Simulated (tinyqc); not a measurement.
Worked calculation: UHF in the sto-3g basis, for H4+, spin multiplicity 2. This run ends on a higher stationary point, not on the lowest solution. Computed by tinyqc, a small Python program that keeps every step (integrals from PySCF). Settings: charge = 1, multiplicity = 2, basis = sto-3g, energy threshold = 1e-10, iteration cap = 64, orthogonalisation = symmetric, start = highest core orbitals, DIIS depth = 8, method = UHF. Command: `OMP_NUM_THREADS=1 python tinyqc.py 28291 28292 out.jsonl` (the two numbers bound the seeds that draw the settings). One thread of a shared host (Intel(R) Xeon(R) Processor @ 2.60GHz), about 0.05 s of CPU time with the checks.

Geometry (angstrom):
```
atom         x         y         z
H     0.000000  0.000000  0.000000
H     0.000000  0.000000  1.156000
H     0.000000  2.197000  0.000000
H     0.000000  2.197000  1.156000
```

Stop when the energy changes by less than 1e-10 hartree and every element of the error matrix X^T (F D S - S D F) X (for each spin) is below 3e-06.

Course of the cycle:
```
iteration  E (hartree)     change  largest element of the error matrix
1          -0.28088891          -                             6.40e-16
2          -1.21952857  -9.39e-01                             2.00e-14
3          -1.21952857   0.000000                             2.04e-14
```

Can the last value be used, and what does the course show?

No, though the log alone does not show it. Converged in 3 iterations. But the solution lies 0.41528 hartree above the reference: it is another stationary point, not the lowest one. Reruns (cap 100 unless said): damping 0.5: converged in 36; level shift 0.5: converged in 2 to a higher stationary point; atomic densities as start, DIIS 8: converged in 3. PySCF UHF in the same basis, after a stability check = -1.63481020 hartree.
